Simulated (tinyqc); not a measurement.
In-plane mass from two subband densities.

Question. At zero temperature each occupied subband holds N_k = D (EF - E_k), D = 2 md m0 q/(pi hbar^2) per eV (two valleys). Two subbands are occupied. Find md, EF - E1 and EF - E2.

Constants: q = 1.602176634e-19 C, hbar = 1.054571817e-34 J s, m0 = 9.1093837015e-31 kg. Results are converted to the units shown.

N1, N2 (cm^-2): [2.4217779e12, 5.7e10]
E2 - E1 = 15.3 meV

Solution. N1 - N2 = D (E2 - E1) gives D and so md; each N_k/D is a distance to EF.

md = 0.185 m0
EF - E1 = 15.7 meV
EF - E2 = 0.369 meV

Program tinyqc, `OMP_NUM_THREADS=1 python tinyqc.py 2140134 2140135 out.jsonl`; Intel Xeon 2.30GHz, shared host, one thread, about 0.3 s.
